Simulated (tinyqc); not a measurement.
Self-consistent Fermi level with native defects, at growth and after a quench: one step, computed by the program tinyqc. Command: `OMP_NUM_THREADS=1 python tinyqc.py 3013628 3013629 out.jsonl scfermi walk`. One thread of a shared host (Intel(R) Xeon(R) Processor @ 2.30GHz), about 0.04 s of CPU time with the checks.

Energies are counted from the top of the valence band (VBM); when the gap shrinks with temperature the conduction band moves and the levels stay. D and A draw on one reservoir with opposite signs, as the two vacancies of a compound do.

Question. Equilibrium at growth. n = N_c F_1/2((E_F - E_g)/k_B T), p = N_v F_1/2(-E_F/k_B T). F_1/2(eta) = (2/sqrt(pi)) int_0^infinity sqrt(x)/(1 + exp(x - eta)) dx, by the trapezoid rule in t = sqrt(x) with step 0.02 up to t = 12 (for eta < -12 by exp(eta) - exp(2 eta)/2^(3/2)). In equilibrium c_q = N_s exp(-(E_f(q, 0) + q E_F)/k_B T). Net charge = p - n + sum q c_q; the log ratio is ln(positive charge/negative charge). E_F is the root of the log ratio, by 50 bisections between -0.5 eV and E_g + 0.5 eV.

Inputs (values chosen for the exercise, with bands modelled on CdTe): site density N_s = 4.7e+22 cm^-3; growth temperature T_g = 938 K.

Added shallow dopant: none.

E_g(T_g) = 1.32498 eV

N_c(T_g) = 3.890424e+18 cm^-3

N_v(T_g) = 6.838664e+19 cm^-3

k_B T_g = 0.08083059 eV

E_f(q, E_F = 0) (eV): D(+3) -0.908, D(+2) -0.334, D(+1) 0.539, D(0) 1.599, A(0) 2.392, A(-1) 2.752

Give: E_F at growth; n at growth; p at growth; Defects at growth; total D; total A.

Answer.

E_F at growth = 0.8403 eV

n at growth = 9.677e+15 cm^-3

p at growth = 2.089e+15 cm^-3

Defects at growth:

| state | E_f (eV) | c (cm^-3) |
|---|---|---|
| D(+3) | 1.613 | 1.012e+14 |
| D(+2) | 1.347 | 2.732e+15 |
| D(+1) | 1.379 | 1.824e+15 |
| D(0) | 1.599 | 1.205e+14 |
| A(0) | 2.392 | 6.609e+09 |
| A(-1) | 1.912 | 2.518e+12 |

total D = 4.777e+15 cm^-3

total A = 2.524e+12 cm^-3
